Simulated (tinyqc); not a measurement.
Expansion against temperature: quasi-harmonic thermal expansion with mode Grueneisen parameters. Computed by tinyqc, a small Python program. Command: `OMP_NUM_THREADS=1 python tinyqc.py 3004127 3004128 out.jsonl qha walk`. One thread of a shared host (Intel(R) Xeon(R) Processor @ 2.30GHz), about 0.03 s of CPU time with the checks.

A crystal with two atoms a cell; per atom there are 1 transverse acoustic (TA), 1/2 longitudinal acoustic (LA) and 3/2 optical (O) modes. Every frequency of group i scales as nu_i (V/V0)^(-gamma_i). Each group has one frequency. Static energy: E = (9 V0 B0/16) [y^3 B' + y^2 (2 - 4 y)], y = (V0/V)^(2/3) - 1, with pressure P_s = (3 B0/2) (z^7 - z^5) [1 + (3/4)(B' - 4)(z^2 - 1)], z = (V0/V)^(1/3).

Inputs (values chosen for the exercise, modelled on gallium arsenide):
```
quantity,value,unit
static volume V0,22.6,angstrom^3/atom
static bulk modulus B0,77.1,GPa
static B',4.54,-
frequency nu_TA,2.35,THz
frequency nu_LA,5.79,THz
frequency nu_O,7.65,THz
Grueneisen parameter gamma_TA,-0.95,-
Grueneisen parameter gamma_LA,1.2,-
Grueneisen parameter gamma_O,1.2,-
```

Acoustic groups: Einstein.

Constants: h x 1 THz = 4.135667696 meV; k_B = 8.617333262e-05 eV/K; 1 eV/angstrom^3 = 160.2176634 GPa.

Method:
- For a mode with x = h nu/(k_B T), n = 1/(exp(x) - 1): U = h nu (n + 1/2), C/k_B = x^2 n (n + 1); U_i and C_i sum these over group i with its weight per atom.
- Phonon pressure P_ph = sum_i gamma_i U_i/V.
- B_T = -V d(P_s + P_ph)/dV at fixed T (central difference, step 1e-4 V); alpha_V = sum gamma_i C_i k_B/(B_T V), all at V(T); the linear coefficient is alpha_L = alpha_V/3.
- V(T) solves P_s + P_ph = 0. The Grueneisen estimate uses C_i, V0 and B0 at the static volume; gamma_th = sum gamma_i C_i / sum C_i is taken at V(T).

Quasi-harmonic results:
```
T (K),V/V0 - 1 (%),B_T (GPa),alpha_L (ppm/K),"alpha_L, Grueneisen estimate",gamma_th
20,0.2853,76.657,-0.2834,-0.2855,-0.94812
40,0.2804,76.663,-1.2272,-1.2301,-0.81077
70,0.2698,76.667,-0.8327,-0.8432,-0.26501
100,0.2675,76.636,0.3371,0.3213,0.07402
150,0.2845,76.533,1.7779,1.7579,0.29552
220,0.3337,76.347,2.7501,2.7239,0.39564
300,0.4065,76.115,3.2336,3.1990,0.43624
450,0.5622,75.662,3.5895,3.5382,0.46250
700,0.8421,74.892,3.7871,3.7070,0.47479
1000,1.1913,73.963,3.8846,3.7692,0.47919
```

What follows from these numbers?

alpha_L is negative up to 70 K among these rows and changes sign before 100 K, once the LA and optical groups take up heat. gamma_th moves from -0.95, near gamma_TA = -0.95, to 0.48, near the average over all modes, 0.48, as the stiffer groups take up their share of C. B_T changes by -3.5 % over the table, and at the highest T the estimate at fixed V0 and B0 is off by -3.0 %.

Extremes, crossings and ranges named in words are read from the listed rows.
